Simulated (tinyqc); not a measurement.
Surface photovoltage measurement of the minority-carrier diffusion length in a wafer: one step, computed by the program tinyqc. Command: `OMP_NUM_THREADS=1 python tinyqc.py 3130302 3130303 out.jsonl spv walk`. One thread of a shared host (Intel(R) Xeon(R) Processor @ 2.30GHz), about 0.01 s of CPU time with the checks.

Low injection, steady light, a depletion layer much thinner than 1/alpha and L. The excess density dn is taken at the front edge of the neutral region; light that reaches the back is lost.

Question. The linear plot. alpha = (84.732/lambda - 76.417)^2 per cm with lambda in micrometre (an empirical fit for silicon between 0.7 and 1.05 micrometre). Thick wafer: dn = Phi L/((S_f + D/L)(L + 1/alpha)). Finite wafer, with s = S_b L/D, w = W/L, a = alpha L: dn = [Phi a/(a^2 - 1)] [a - B - exp(-alpha W)(a - s)/(cosh w + s sinh w)]/(S_f + B D/L), B = (sinh w + s cosh w)/(cosh w + s sinh w). Readings y = (Phi/dn) (1 + noise x g) at 780, 830, 880, 920, 950, 975 and 995 nm; a least-squares line y = c (1/alpha + L_app) gives L_app = intercept/slope.

Inputs (values chosen for the exercise, modelled on p-type silicon at room temperature):
```
quantity                            value        unit
diffusion length L                     28  micrometre
wafer thickness W                     775  micrometre
diffusivity D                        30.8      cm^2/s
front recombination velocity S_f     3200        cm/s
back recombination velocity S_b       370        cm/s
photon flux entering              1.5e+11  1/(cm^2 s)
relative noise of each reading          0           %
```

normal deviates g for the noise: 0.66  -0.83  -0.69  0.37  -0.02  1.25  -0.52

Give: the table «Readings» with the columns 1/alpha (micrometre), y (cm/s), line (cm/s), for lambda (nm) = 780, 830, 880, 920, 950, 975, 995; slope; apparent length L_app; error of L_app (rounded to 0.001).

Answer.

Readings:
```
lambda (nm)  1/alpha (micrometre)  y (cm/s)  line (cm/s)
780                          9.64     19087        19087
830                         15.18     21896        21896
880                         25.33     27046        27046
920                         40.66     34819        34819
950                         61.28     45277        45277
975                         90.92     60308        60308
995                        130.89     80579        80579
```

slope = 507.14 cm/(s micrometre)

apparent length L_app = 28 micrometre

error of L_app (rounded to 0.001) = 0 %

At W/L = 27.7 the finite thickness shifts L_app by less than 0.05 %. S_f scales all readings alike and leaves L_app unchanged.
